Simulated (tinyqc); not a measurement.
# Elastic strain and critical thickness of a cubic alloy layer A(1-x)B(x) on a thick substrate, step by step

A worked calculation. Computed by tinyqc, a small Python program that keeps every step. Command: `OMP_NUM_THREADS=1 python tinyqc.py 3014590 3014591 out.jsonl misfit walk`. One thread of a shared host (Intel(R) Xeon(R) Processor @ 2.30GHz), about 0.01 s of CPU time with the checks. Intermediate numbers are printed to about 6 digits and carried at full precision; extremes and crossings named in words are read from the listed rows.

Strain is positive in tension. The layer is coherent with the substrate unless said otherwise.

Inputs (values chosen for the exercise, modelled on Ge(1-x)Si(x) on Ge): fraction x of B = 0.7; lattice constant a_A = 5.658 angstrom; lattice constant a_B = 5.431 angstrom; substrate lattice constant a_S = 5.658 angstrom; layer thickness h = 110 nm; biaxial modulus of the substrate M_S = 138 GPa; substrate thickness t_S = 775 micrometre; wafer diameter W = 50 mm; X-ray wavelength = 1.540593 angstrom; start of the iteration h0/b = 20.

Growth plane: (111). Layer: uncapped. Misfit dislocation: 60-degree.

C11, C12, C44 of A (GPa): [126.9, 47.86, 67.46]

C11, C12, C44 of B (GPa): [165.2, 63.75, 79.92]

## Alloy by Vegard's rule, and misfit

a = (1 - x) a_A + x a_B, the same rule for each C_ij; misfit f = (a_S - a)/a, the in-plane strain of the coherent layer.

free lattice constant a = 5.4991 angstrom

elastic constants (GPa): C11 153.710, C12 58.983, C44 76.182

misfit f = 0.0288956

The layer is stretched in the plane by 2.89 %.

## Biaxial strain, stress and energy

(111): D = 2 (C11 + 2 C12 - 2 C44)/(C11 + 2 C12 + 4 C44), M = 6 C44 (C11 + 2 C12)/(C11 + 2 C12 + 4 C44). The free surface carries no normal stress, so e_perp = -D f; dV/V = 2 f + e_perp; stress = M f; energy per area = M f^2 h (1 GPa nm = 1 J/m^2).

ratio D = 0.413987

normal strain e_perp = -0.0119624

volume strain dV/V = 0.0458288

biaxial modulus M = 215.441 GPa

in-plane stress = 6.22530 GPa

strain energy per area = 19.7872 J/m^2

Caution: above about 2 % misfit, linear elasticity is rough and compressed layers tend to form islands before dislocations.

## Symmetric X-ray reflection

Reflection 111: d = a_perp/sqrt(3), with a_perp = a (1 + e_perp) for the coherent layer, a for the relaxed layer and a_S for the substrate; sin(theta) = lambda/(2 d).

Bragg angles:
```
crystal         a_perp (angstrom)  theta (degrees)  from substrate (arcsec)
substrate                 5.65800          13.6392                     0.00
coherent layer            5.43332          14.2148                  2072.26
relaxed layer             5.49910          14.0412                  1447.47
```

peak separation of the coherent layer = 2072.26 arcsec

The coherent layer lies 1.43 times as far from the substrate peak as a relaxed one, about 1 + D = 1.41: reading its peak as relaxed would overstate the mismatch by that factor.

## Isotropic constants and the prefactor A

Voigt averages: G = (C11 - C12 + 3 C44)/5, B = (C11 + 2 C12)/3, nu = (3 B - 2 G)/(2 (3 B + G)); b = a/sqrt(2). The 60-degree dislocation has cos alpha = 1/2, and cos lambda = sqrt(3)/6 on (111), for glide on an inclined {111} plane. Matthews-Blakeslee: h_c = A [ln(h_c/b) + 1], A = b (1 - nu cos^2 alpha)/(8 pi |f| (1 + nu) cos lambda), the factor 8 pi being that of an uncapped layer.

shear modulus G = 64.6546 GPa

Poisson ratio nu = 0.211647

Burgers vector b = 0.388845 nm

prefactor A = 1.44980 nm

## Critical thickness by fixed-point iteration

Start at h0, put the right side back in, and stop when the change is below 1e-9 h or h turns negative.

Iteration:
```
step  h in (nm)  h out (nm)   change (nm)
1       7.77690     5.79303  -1.98387e+00
2       5.79303     5.36606  -4.26971e-01
3       5.36606     5.25506  -1.11000e-01
4       5.25506     5.22475  -3.03044e-02
5       5.22475     5.21637  -8.38481e-03
6       5.21637     5.21404  -2.32855e-03
7       5.21404     5.21339  -6.47326e-04
...         ...         ...           ...
11      5.21315     5.21315  -3.87165e-06
12      5.21315     5.21315  -1.07673e-06
13      5.21315     5.21314  -2.99443e-07
14      5.21314     5.21314  -8.32769e-08
15      5.21314     5.21314  -2.31598e-08
16      5.21314     5.21314  -6.44086e-09
17      5.21314     5.21314  -1.79124e-09
```

critical thickness h_c (Matthews-Blakeslee) = 5.21314 nm

Converged; near the root each step shrinks the error by A/h_c = 0.278. h_c is 13.4 Burgers vectors.

## Equilibrium strain at the thickness h

For h > h_c the same force balance gives the strain left, |e| = |f| A [ln(h/b) + 1]/h, and below h_c e = f; relaxation = 1 - e/f; dislocations per length across each line direction = (|f| - |e|)/(b cos lambda), times 2/3 for the three line sets on (111).

strain left e = 0.00253074

relaxation = 91.2418 %

dislocation line density = 156.585 1/micrometre

h is 21.10 h_c: in equilibrium dislocations lie 6.39 nm apart; slow nucleation and glide can keep a real layer more strained.

## Wafer curvature of the coherent layer

Stoney: curvature = 6 |stress| h/(M_S t_S^2); radius = 1/curvature; bow = curvature W^2/8.

curvature = 0.0495703 1/m

radius of curvature = 20.1734 m

bow = 15.4907 micrometre

Caution: M_S is near the value for a (001) wafer; a (111) wafer is stiffer and bends less. Caution: the curvature assumes a coherent layer, but h exceeds h_c.

## Force balance against energy balance

People-Bean: h_c = P ln(h_c/b), P = (1 - nu)/(1 + nu) b^2/(16 pi sqrt(2) a f^2). The misfit is scaled by 0.25, 0.4, 0.6, 1, 1.5, 2.2 at fixed a, b and nu; the upper root is taken, and rows with A < 1.3 b or P < 3 b, where the roots shrink to the core size or vanish, are left out.

Critical thickness:
```
|f| (%)  Matthews-Blakeslee (nm)  People-Bean (nm)    ratio
0.72239                  31.2353           324.390  10.3854
1.15583                  17.4018           105.567   6.0664
1.73374                  10.3444            38.466   3.7185
2.88956                   5.2131             9.693   1.8594
4.33435                   2.9129             2.484   0.8529
```

The exponents d ln h_c/d ln f are -1.24 and -2.39 between the first rows, steeper than the -1 and -2 of the prefactors because of the logarithm. The ratio falls from 10.4 to 0.853 as the misfit grows, so the two criteria cross. Where People-Bean lies above, a layer between the lines is metastable: dislocations would lower the energy but have to be nucleated; where it falls below, it is out of its range. Above about 2 % misfit islands may come first.

Checks made by the program: D and M against the full stiffness tensor (relative difference below 1e-10); h_c against the Lambert function, -A W_(-1)(-b/(A e)) (relative difference 1e-10).
